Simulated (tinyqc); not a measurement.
Inside a calculation. Method: empirical pseudopotential in a few plane waves. One step of it, computed by the program tinyqc.

Question. Levels at G. Diagonalise the Hermitian matrix.

H(k) at G (eV), lower triangle (Hermitian):
```
                     +0+0+0               -1-1-1               -1-1+1               -1+1-1
+0+0+0             0.000000
-1-1-1   2.251239-0.442551i            12.409929
-1-1+1  -2.251239-0.442551i   0.000000+0.585045i            12.409929
-1+1-1  -2.251239-0.442551i   0.000000+0.585045i             0.040817            12.409929
-1+1+1  -2.251239+0.442551i            -0.040817   0.000000+0.585045i   0.000000+0.585045i
+1-1-1  -2.251239-0.442551i   0.000000+0.585045i             0.040817             0.040817
+1-1+1  -2.251239+0.442551i            -0.040817   0.000000+0.585045i             0.000000
+1+1-1  -2.251239+0.442551i            -0.040817             0.000000   0.000000+0.585045i
+1+1+1   2.251239+0.442551i             0.000000            -0.040817            -0.040817
-2+0+0   0.000000-0.585045i  -2.251239+0.442551i  -2.251239-0.442551i  -2.251239-0.442551i
+0-2+0   0.000000-0.585045i  -2.251239+0.442551i  -2.251239-0.442551i   0.307862-0.298241i
+0+0-2   0.000000-0.585045i  -2.251239+0.442551i   0.307862-0.298241i  -2.251239-0.442551i
+0+0+2   0.000000+0.585045i  -0.307862-0.298241i   2.251239+0.442551i  -0.307862+0.298241i
+0+2+0   0.000000+0.585045i  -0.307862-0.298241i  -0.307862+0.298241i   2.251239+0.442551i
+2+0+0   0.000000+0.585045i  -0.307862-0.298241i  -0.307862+0.298241i  -0.307862+0.298241i

                     -1+1+1               +1-1-1               +1-1+1               +1+1-1
-1+1+1            12.409929
+1-1-1             0.000000            12.409929
+1-1+1             0.040817   0.000000+0.585045i            12.409929
+1+1-1             0.040817   0.000000+0.585045i             0.040817            12.409929
+1+1+1   0.000000+0.585045i            -0.040817   0.000000+0.585045i   0.000000+0.585045i
-2+0+0   2.251239-0.442551i   0.307862-0.298241i  -0.307862-0.298241i  -0.307862-0.298241i
+0-2+0  -0.307862-0.298241i  -2.251239-0.442551i   2.251239-0.442551i  -0.307862-0.298241i
+0+0-2  -0.307862-0.298241i  -2.251239-0.442551i  -0.307862-0.298241i   2.251239-0.442551i
+0+0+2  -2.251239+0.442551i  -0.307862+0.298241i  -2.251239+0.442551i   0.307862+0.298241i
+0+2+0  -2.251239+0.442551i  -0.307862+0.298241i   0.307862+0.298241i  -2.251239+0.442551i
+2+0+0   0.307862+0.298241i   2.251239+0.442551i  -2.251239+0.442551i  -2.251239+0.442551i

                     +1+1+1     -2+0+0     +0-2+0     +0+0-2
+1+1+1            12.409929
-2+0+0  -0.307862+0.298241i  16.546572
+0-2+0  -0.307862+0.298241i   0.040817  16.546572
+0+0-2  -0.307862+0.298241i   0.040817   0.040817  16.546572
+0+0+2  -2.251239-0.442551i  -0.040817  -0.040817   0.000000
+0+2+0  -2.251239-0.442551i  -0.040817   0.000000  -0.040817
+2+0+0  -2.251239-0.442551i   0.000000  -0.040817  -0.040817

           +0+0+2     +0+2+0     +2+0+0
+0+0+2  16.546572
+0+2+0   0.040817  16.546572
+2+0+0   0.040817   0.040817  16.546572
```

Give: eigenvalues.

Answer.

eigenvalues (eV): -3.4434  7.8107  8.8123  8.8123  8.8123  12.4857  12.4857  12.4857  15.6111  16.4649  16.4649  19.9868  19.9868  19.9868  21.7962
